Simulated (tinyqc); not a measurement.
On-chip interconnect, size-dependent resistivity and RC delay: one step of the calculation.

A rectangular line between two neighbours and two ground planes. Surface and grain-boundary scattering are added to the bulk resistivity as corrections; capacitances are parallel-plate values without fringing; inductance is ignored.

Question. Node voltages after a time step. A 1 V step is applied behind Rd at t = 0. C dv/dt = -G v + b, with G the conductance matrix of the ladder (1/Rs between neighbours, 1/Rd added at node 0) and b = (1 V/Rd, 0, ...). Trapezoidal step: (C/dt + G/2) v(new) = (C/dt - G/2) v + b.

Values chosen for this exercise: driver resistance Rd = 2800 ohm; time step dt = 1.1 ps.

Rs = 61.013861 ohm

```
node       C (fF)  v at t = 1 dt (V)
0     0.096123276         0.24616415
1      0.19224655         0.21057184
2      0.19224655         0.17947034
3      0.19224655         0.15219635
4      0.19224655         0.12816822
5       1.7961233         0.10687350
```

Find: v at t = 2 dt.

Answer.

v at t = 2 dt, node 0 to 5 (V): 0.2478  0.2506  0.2497  0.2465  0.2421  0.2374

Numbers from tinyqc (`OMP_NUM_THREADS=1 python tinyqc.py 2100152 2100153 out.jsonl`; about 0.01 s on one thread of a shared Intel Xeon 2.30GHz).
